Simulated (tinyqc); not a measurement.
Dopants and charged point defects at anneal temperature: Fermi-level effect, clustering and pairing: one step, computed by the program tinyqc.

Boltzmann statistics and full ionisation of active dopants. Energies are counted from the valence band; the defect (a vacancy or self-interstitial) has five charge states, with all degeneracy factors one.

Question. Active and clustered dopant. n = A/2 + sqrt(A^2/4 + n_i^2) for an active density A. k ionised dopants and k carriers form one neutral cluster: C = N_s (A/N_s)^k (n/N_b)^k exp(E_b/k_B T), N_b the effective density of states of the majority band, and N = A + k C (60 bisections in ln A between ln N - 90 and ln N).

Inputs (values chosen for the exercise, with bands modelled on GaAs):

| quantity | value | unit |
|---|---|---|
| anneal temperature T | 1030 | K |
| total dopant density N | 6.6e+18 | cm^-3 |
| site density N_s | 2.7e+22 | cm^-3 |
| dopant atoms per cluster k | 3 | - |
| cluster binding energy E_b | 1.88 | eV |

Dopant: donor. Second part: clustering of the dopant.

E_g = 1.025535 eV

k_B T = 0.08875853 eV

n_i = 4.067599e+16 cm^-3

E_i = 0.6529357 eV

effective density of states N_b of the majority band = 2.706836e+18 cm^-3

Give: active density A; clusters C; active share.

Answer.

active density A = 1.575e+18 cm^-3

clusters C = 1.675e+18 cm^-3

active share = 0.2387

76 % of the dopant is lost to clusters.
